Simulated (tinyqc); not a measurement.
## Mobility and doping from two currents

Question. A trap-free film with injecting contacts is fitted, with diffusion neglected, by J = q mu N V/Lf + (9/8) eps0 eps_r mu V^2/Lf^3. Find mu, N and the voltage at which both terms are equal.

Parameters, values chosen for the exercise: relative permittivity eps_r = 9.59; film thickness Lf = 550 nm.

Constants: q = 1.602176634e-19 C, eps0 = 8.8541878128e-14 F/cm where lengths are in cm. Results are converted to the units shown.

J at 2.3 and 19 V (A/cm^2): [0.11684772, 3.1514296]

Answer. J/V is a straight line in V: the slope gives mu and the intercept mu N.

mu = 0.00120 cm^2/(V s)
N = 1.00e16 cm^-3
crossover voltage = 5.07 V

Program tinyqc, `OMP_NUM_THREADS=1 python tinyqc.py 2730124 2730125 out.jsonl`; Intel Xeon 2.30GHz, shared host, one thread, about 0.5 s.
